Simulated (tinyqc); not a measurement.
## Access strength from the read disturbance

Question. Transistor (EKV form, voltages against the body): I = 2 n b Vt^2 [F(vp - Vs) - F(vp - Vd)] from drain to source, F(v) = ln^2(1 + exp(v/(2 Vt))), vp = (Vg - VT + sg |Vd - Vs|)/n. n-channel bodies are at 0; for the p-channel device all voltages are counted down from Vdd. b in uA/V^2 gives I in uA. In an SRAM read the low node Q obeys In(gate QB, drain Q) = Ip(gate QB, drain Q) + Ia, where the access transistor (threshold VTn) has its gate and drain at Vdd and its source at Q. Find Ia, ba and the cell ratio bn/ba.

Parameters, values chosen for the exercise:
```
symbol  value    unit                                  meaning
T         293       K                              temperature
Vdd       0.9       V                           supply voltage
n        1.22                                     slope factor
sg      0.082                   drain-induced barrier lowering
VTn      0.39       V                      n-channel threshold
VTp      0.26       V          p-channel threshold (magnitude)
bn        290  uA/V^2  gain factor of the pull-down transistor
bp        160  uA/V^2    gain factor of the pull-up transistor
```

Constants: q = 1.602176634e-19 C, kB = 1.380649e-23 J/K, Vt = kB T/q. Results are converted to the units shown.

Q and QB in the read (V): 0.11352007  0.89999283

Solution. The node equation gives Ia, which is proportional to ba.

Ia = 14.8 uA
ba = 190 uA/V^2
cell ratio = 1.53

Computed by the program tinyqc: `OMP_NUM_THREADS=1 python tinyqc.py 2340129 2340130 out.jsonl`, one thread of a shared Intel Xeon 2.30GHz, about 0.2 s for the whole run.
